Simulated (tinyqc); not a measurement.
Q-state Potts model on a small periodic square lattice: enumeration, Metropolis, heat-bath and Wolff steps: one step, computed by the program tinyqc.

E = -J x (number of nearest-neighbour bonds with equal states); n x n sites with periodic edges have 2 n^2 bonds. Order parameter m = (q f - 1)/(q - 1), f being the largest share of one state. Sites are numbered row by row from 0. Here q = 2 and n = 4.

Task: Eight single-site steps. Site = floor(r1 n^2). State c is drawn with probability exp(K k_c)/sum exp(K k), k_c the number of neighbours in state c: the first c whose cumulative probability reaches r2; r3 is not used.

Inputs (values chosen for the exercise, for a model of domains or grain orientations): temperature T = 1130 K.

Update: heat bath.

start states:
```
   1  2  3  4
1  0  0  1  0
2  0  1  1  0
3  1  0  0  0
4  1  0  1  1
```

random numbers, one row a step:
```
        1       2       3
1  0.1083  0.9272  0.1072
2  0.4757  0.0029  0.6785
3  0.6990  0.8381  0.1982
4  0.8074  0.1459  0.3472
5  0.6088  0.1498  0.1988
6  0.0912  0.2075  0.5560
7  0.5587  0.9152  0.2681
8  0.2942  0.7324  0.8148
```

K = 0.7394029

Give: the table «Steps» with the columns old, neighbours in each state, P(old), P(new), new; states afterwards.

Result:

Steps:
```
site  old  neighbours in each state  P(old)  P(new)  new
1       0                       2 2  0.5000  0.5000    1
7       0                       3 1  0.8144  0.8144    0
11      0                       2 2  0.5000  0.5000    1
12      1                       2 2  0.5000  0.5000    0
9       0                       2 2  0.5000  0.5000    0
1       1                       2 2  0.5000  0.5000    0
8       1                       3 1  0.1856  0.1856    1
4       0                       2 2  0.5000  0.5000    1
```

states afterwards:
```
   1  2  3  4
1  0  0  1  0
2  1  1  1  0
3  1  0  0  1
4  0  0  1  1
```
